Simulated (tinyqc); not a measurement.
One-dimensional ballistic tunnel FET, two-band WKB: two steps of the calculation.

A p-type source for x < 0 with its Fermi level at 0 and its valence edge at ds; in the channel the bands fall as D exp(-x/lam) towards their flat values, with the conduction edge at Ec = ds - dP and D = dP + Eg. The gate moves dP one to one. The drain Fermi level lies at -Vd and the drain side reflects nothing. For w = E - Ec between 0 and dP an electron crosses the gap. Two-band dispersion with equal masses m: inside the gap kappa = sqrt(m u (1 - u/Eg)/C), u the distance from a band edge, C = hbar^2/(2 m0).

Parameters, values chosen for the exercise; band and dielectric values close to those of gallium arsenide:

| symbol | value | unit | meaning |
|---|---|---|---|
| T | 300 | K | temperature |
| Eg | 1.41 | eV | band gap |
| m | 0.071 | m0 | band-edge mass of the two-band model |
| lam | 3 | nm | screening length of the source junction |
| ds | 0.12 | eV | source valence edge above the source Fermi level |
| Vd | 0.2 | V | drain bias |
| g | 1 |  | number of degenerate subbands (spin apart) |
| dP | 0.3 | eV | tunnelling window Ev(source) - Ec(channel) |
| w0 | 0.1 | eV | energy above the channel conduction edge |
| nc | 6 |  | cells of the path |
| nE | 11 |  | points of the energy grid |

Constants: q = 1.602176634e-19 C, kB = 1.380649e-23 J/K, hbar = 1.054571817e-34 J s, h = 6.62607015e-34 J s, m0 = 9.1093837015e-31 kg, Vt = kB T/q, hbar^2/(2 m0) = 0.0380998212 eV nm^2. Results are converted to the units shown.

Problem 1. The path through the gap by the midpoint rule. At w = w0 the path runs from xa = lam ln(D/(w + Eg)) to xb = lam ln(D/w); u(x) = w + Eg - D exp(-x/lam) is the height above the valence edge. Cut it into nc equal cells: S = 2 (cell width) times the sum of kappa at the centres.

Wanted: xa; xb; x; u; kappa; S.

Solution 1.

xa = 0.3732 nm
xb = 8.517 nm

```
cell  x (nm)  u (eV)  kappa (1/nm)
0      1.052   0.306        0.6680
1      2.409   0.744        0.8092
2      3.767   1.023        0.7235
3      5.124   1.200        0.5770
4      6.481   1.313        0.4105
5      7.839   1.385        0.2155
```

S = 9.240

Problem 2. Current on a coarse grid. S(w) = 2 lam int_0^Eg kappa(u) du/(w + Eg - u) = 2 pi lam sqrt(m/(C Eg)) [w + Eg/2 - sqrt(w (w + Eg))], T(w) = exp(-S). I = g (2 q^2/h) int_0^dP T(w) [f(E) - f(E + Vd)] dw, E = ds - dP + w, f(x) = 1/(1 + exp(x/Vt)). Simpson's rule on nE equally spaced points.

Wanted: w; T(w); difference of the f; I.

Solution 2.

```
point   w (eV)       T(w)  difference of the f
0      0.00000  2.3181e-7              0.68336
1      0.03000  1.0936e-5              0.87069
2      0.06000  3.9394e-5              0.94712
3      0.09000  9.4625e-5              0.95616
4      0.12000  1.8550e-4              0.90617
5      0.15000  3.2060e-4              0.76002
6      0.18000  5.0801e-4              0.49956
7      0.21000  7.5509e-4              0.23845
8      0.24000  0.0010685             0.089364
9      0.27000  0.0014538             0.029834
10     0.30000  0.0019162            0.0095440
```

I = 0.0026314 uA

tinyqc, about 0.01 s, one thread, Intel Xeon 2.30GHz (shared host): `OMP_NUM_THREADS=1 python tinyqc.py 2620137 2620138 out.jsonl`
